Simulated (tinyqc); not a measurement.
Diamond against structures with more neighbours: Stillinger-Weber potential for a tetrahedral semiconductor. Computed by tinyqc, a small Python program. Command: `OMP_NUM_THREADS=1 python tinyqc.py 3001234 3001235 out.jsonl swsi walk`. One thread of a shared host (Intel(R) Xeon(R) Processor @ 2.30GHz), about 0.03 s of CPU time with the checks.

With x = r/sigma: pair term eps A (B x^-4 - 1) exp(1/(x - a)); for each pair of neighbours j, k of atom i, three-body term eps lambda exp(gamma/(x_ij - a) + gamma/(x_ik - a)) (cos theta_jik + 1/3)^2; both vanish beyond x = a. A = 7.049556277, B = 0.6022245584, a = 1.8.

Inputs (values chosen for the exercise, modelled on silicon):
```
quantity                    value      unit
energy scale eps            2.043        eV
length scale sigma          2.112  angstrom
three-body strength lambda   20.4         -
gamma                         1.3         -
```

Method. Each structure is relaxed in its neighbour distance d (lowest minimum for d between sigma and 1.7 sigma), with all neighbours inside the cut-off, second shells too where they fall inside.

Energies per atom (eV):
```
structure     first neighbours  d (angstrom)     pair  three-body    total  volume (angstrom^3)
diamond                      4        2.3706  -4.0860      0.0000  -4.0860               20.512
simple cubic                 6        2.5741  -5.6221      1.2676  -4.3545               17.057
bcc                          8        2.7459  -7.4897      2.5016  -4.9881               15.937
fcc                         12        2.8668  -7.4230      2.4995  -4.9235               16.660
```

What follows from these numbers?

The order is bcc < fcc < simple cubic < diamond, the lowest two 0.065 eV apart. Against diamond the pair energy changes by -1.54 (simple cubic), -3.40 (bcc), -3.34 (fcc) eV, while angles away from 109.47 degrees cost 1.27, 2.50, 2.50 eV; the bonds stretch to 2.87 angstrom in fcc to weaken that penalty. With lambda = 20.4 and gamma = 1.3 (21 and 1.2 in the original fit to silicon) the three-body term, which a larger gamma damps, does not keep diamond lowest, unlike the element itself.

Extremes, crossings and ranges named in words are read from the listed rows.
